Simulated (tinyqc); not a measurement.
# Trench capacitor in an array: capacitance, non-linearity, leakage and relaxation, step by step

Numbers from tinyqc (`OMP_NUM_THREADS=1 python tinyqc.py 2102005 2102006 out.jsonl`; about 0.01 s on one thread of a shared Intel Xeon 2.30GHz). Printed values are rounded.

A film between two metal electrodes, each interface adding a series capacitance ci. The small-signal permittivity is ek (1 + aq E^2); the field is found with the linear permittivity. Leakage J = J0 sinh(E/Ef). After a voltage step the film passes a relaxation current kr C V tt^(-nr), tt being the time in seconds. The sidewall is a coaxial capacitor with radii a = dm/2 - t and b = dm/2, depth AR dm; the end face is left out.

Inputs (values chosen for the exercise); permittivity of the order of that of silicon nitride: relative permittivity of the film ek = 7.34; film thickness t = 13 nm; capacitance of each electrode interface (dead layer and screening) ci = 1000 uF/cm^2; quadratic field coefficient of the permittivity aq = 0.0012 cm^2/MV^2; bias V = 0.9 V; leakage prefactor J0 = 4.7e-11 A/cm^2; field for an e-fold rise of the leakage Ef = 0.38 MV/cm; diameter of the hole dm = 150 nm; aspect ratio, depth over diameter AR = 70; pitch of the square array pt = 290 nm; resistivity of the inner electrode rho = 270 uohm cm.

Constants: eps0 = 8.8541878128e-14 F/cm where lengths are in cm. Results are converted to the units shown.

## Planar capacitance, field and non-linearity

Planar film: Cf = eps0 ek/t, 1/C = 1/Cf + 2/ci, EOT = 3.9 eps0/C, effective permittivity C t/eps0, E = (V/t) C/Cf; quadratic coefficient [C(V)/C - 1]/V^2 with Cf (1 + aq E^2) in C(V).

Cf = 0.499921 uF/cm^2
C = 0.499422 uF/cm^2
EOT = 6.91426 nm
effective permittivity = 7.33267
E = 0.691616 MV/cm
quadratic coefficient = 707.933 ppm/V^2
J = 1.41237e-10 A/cm^2

The interfaces take 0.0999 % of the voltage.

## Cell capacitance, fields and time constant

Per length 1/c = ln(b/a)/(2 pi eps0 ek) + (1/a + 1/b)/(2 pi ci); cell capacitance c AR dm; per footprint over pt^2; fields c V/(2 pi eps0 ek r) at r = a and b; resistance of the inner electrode rho AR dm/(pi a^2); time constant R C/3 of the distributed line.

a = 62 nm
b = 75 nm
cell capacitance = 22.5017 fF
capacitance per footprint = 26.7559 uF/cm^2
field at a = 0.761821 MV/cm
field at b = 0.629772 MV/cm
R = 2.34758 kohm
R C/3 = 17.6082 ps

The array gives 53.6 times the planar capacitance per footprint; curvature makes the field at the inner electrode 1.10 times the planar value.
